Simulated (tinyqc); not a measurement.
Energy against coordination: Gupta-type many-body potential for a metal. Computed by tinyqc, a small Python program. Command: `OMP_NUM_THREADS=1 python tinyqc.py 3021302 3021303 out.jsonl gupta walk`. One thread of a shared host (Intel(R) Xeon(R) Processor @ 2.30GHz), about 0.01 s of CPU time with the checks.

E_i = sum_j A exp(-p (r_ij/r0 - 1)) - xi rho_i^gamma, with rho_i = sum_j exp(-2 q (r_ij/r0 - 1)); gamma = 1/2 is the tight-binding second-moment form. The crystal is fcc unless stated; d is the neighbour distance and a fixed number of shells is kept.

Inputs (values chosen for the exercise, for a model metal): repulsion A = 0.197 eV; hopping xi = 1.17 eV; decay p = 10.4; decay q = 4.06; reference distance r0 = 2.884 angstrom; embedding exponent gamma = 0.6.

Method. Nearest neighbours only, z equal bonds relaxed to their best length: r/r0 = 1 + ln[A p z^(1 - gamma)/(2 q gamma xi)]/(p - 2 q gamma), E = z A exp(-p (r/r0 - 1)) - xi [z exp(-2 q (r/r0 - 1))]^gamma.

Relaxed bonds:
```
z   r (angstrom)  E per atom (eV)  E/z (eV)
1         2.3502          -1.5324   -1.5324
2         2.4948          -1.8192   -0.9096
3         2.5794          -2.0112   -0.6704
4         2.6395          -2.1596   -0.5399
6         2.7241          -2.3875   -0.3979
8         2.7841          -2.5637   -0.3205
9         2.8087          -2.6395   -0.2933
12        2.8687          -2.8343   -0.2362
```

What follows from these numbers?

Bonds lengthen from 2.350 to 2.869 angstrom between z = 1 and 12, and |E| grows as z^0.247, the exponent gamma (p - 2q)/(p - 2 q gamma) = 0.247; pair bonds would give z^1 at a fixed length.

Extremes, crossings and ranges named in words are read from the listed rows.
